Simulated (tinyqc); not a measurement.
Inside a calculation. Model: MOS capacitor on a p-type substrate, surface potential from the exact charge relation.

Program tinyqc, `OMP_NUM_THREADS=1 python tinyqc.py 2060145 2060146 out.jsonl`; Intel Xeon 2.30GHz, shared host, one thread, about 0.01 s. Printed values are rounded.

Uniform p-type substrate, Boltzmann statistics, full ionisation, classical densities. psi is the surface potential against the body (positive when the bands bend down) and u = psi/Vt. Traps are spread evenly over the gap and neutral at flat band, so their charge is -q Dit psi; the minority quasi-Fermi level is shifted by Vb.

Parameters, values chosen for the exercise; band and dielectric values close to those of silicon:
```
symbol,value,unit,meaning
T,300,K,temperature
Eg,1.11,eV,band gap
eps_r,11.9,,relative permittivity
Nc,2.83e19,cm^-3,conduction-band density of states at T
Nv,2.6e19,cm^-3,valence-band density of states at T
chi,4.08,eV,electron affinity
N,1.1e16,cm^-3,acceptor density of the substrate
eox,7.36,,relative permittivity of the gate insulator (close to silicon nitride)
tox,23,nm,insulator thickness
phiM,4.32,eV,gate work function
Nf,1.4e10,cm^-2,"fixed charge at the interface, in units of q"
Dit,0,cm^-2 eV^-1,density of interface traps
Vb,0,V,reverse bias of the inversion layer against the body
Vg,-0.09,V,gate voltage against the body
```

Constants: q = 1.602176634e-19 C, kB = 1.380649e-23 J/K, Vt = kB T/q, eps0 = 8.8541878128e-14 F/cm where lengths are in cm. Results are converted to the units shown.

## Flat band, threshold and scales

ni = sqrt(Nc Nv) exp(-Eg/(2 Vt)), Eg in volts; phiF = Vt ln(N/ni); Cox = eps0 eox/tox; Vfb = phiM - chi - (Eg - Vt ln(Nv/N)) - q Nf/Cox; Q0 = sqrt(2 eps0 eps_r q N Vt); r = (ni/N)^2 exp(-Vb/Vt); VT = Vfb + [(2 phiF + Vb)(1 + q Dit/Cox) + sqrt(2 eps0 eps_r q N (2 phiF + Vb))/Cox].

ni = 1.287628e10 cm^-3
phiF = 0.3530871 V
Cox = 0.2833340 uF/cm^2
Vfb = -0.6770994 V
Q0 = 9.798542 nC/cm^2
r = 1.370235e-12
VT = 0.2098220 V

## Starting value

psi = Vg - Vfb, limited to the range from -4 Vt to +(2 phiF + Vb + 4 Vt).

psi at the start = 0.5870994 V

## Iteration 1: Newton step for the surface potential

u = psi/Vt; F^2 = exp(-u) + u - 1 + r (exp(u) - u - 1); Qs = -sign(u) Q0 F; Cs = -dQs/dpsi = (Q0/Vt) |1 - exp(-u) + r (exp(u) - 1)|/(2 F). f = Vfb + psi + (q Dit psi - Qs)/Cox - Vg, f' = 1 + (Cs + q Dit)/Cox, psi(new) = psi - f/f'.

u = 22.71002
F = 4.660473
Qs = -45.66584 nC/cm^2
Cs = 0.04107003 uF/cm^2
f = 0.1611732 V
f' = 1.144953
psi after iteration 1 = 0.4463310 V

## Iteration 2: Newton step for the surface potential

As before.

u = 17.26485
F = 4.032976
Qs = -39.51729 nC/cm^2
Cs = 0.04699270 uF/cm^2
f = -0.001295972 V
f' = 1.165856
psi after iteration 2 = 0.4474426 V

## Course of the Newton iteration

Stop when the step is below 1e-10 V, or after 60 iterations.

Course of the iteration:
```
iteration  psi before the step (V)     f (V)  step (V)
1                        0.5870994     0.161    -0.141
2                        0.4463310  -1.30e-3   1.11e-3
3                        0.4474426  -1.22e-7   1.04e-7
4                        0.4474427   < 1e-13   < 1e-13
```

Converged in 4 iterations.

## Charges, field and capacitances at the solution

converged psi = 0.4474427 V

u = psi/Vt; F^2 = exp(-u) + u - 1 + r (exp(u) - u - 1); Qs = -sign(u) Q0 F; Cs = -dQs/dpsi = (Q0/Vt) |1 - exp(-u) + r (exp(u) - 1)|/(2 F). Low frequency: 1/C_LF = 1/Cox + 1/(Cs + q Dit). High frequency, in the simple estimate in which traps and minority carriers do not follow: 1/C_HF = 1/Cox + 1/Cd, Cd being Cs with r = 0 at the same psi. Minority sheet density N_inv = (Q0/(2 q)) int_0^u r (exp(t) - 1)/F(t) dt for u > 0. Oxide field |Qs - q Dit psi + q Nf|/(eps0 eox).

Qs = -39.56949 nC/cm^2
N_inv = 3.525850e5 cm^-2
oxide field = 0.05727830 MV/cm
Cs = 0.04693078 uF/cm^2
C_LF/Cox = 0.1421005
C_HF/Cox = 0.1420952

The surface is in weak inversion (borders at |psi| = 0, phiF + Vb and 2 phiF + Vb = 0.706 V).
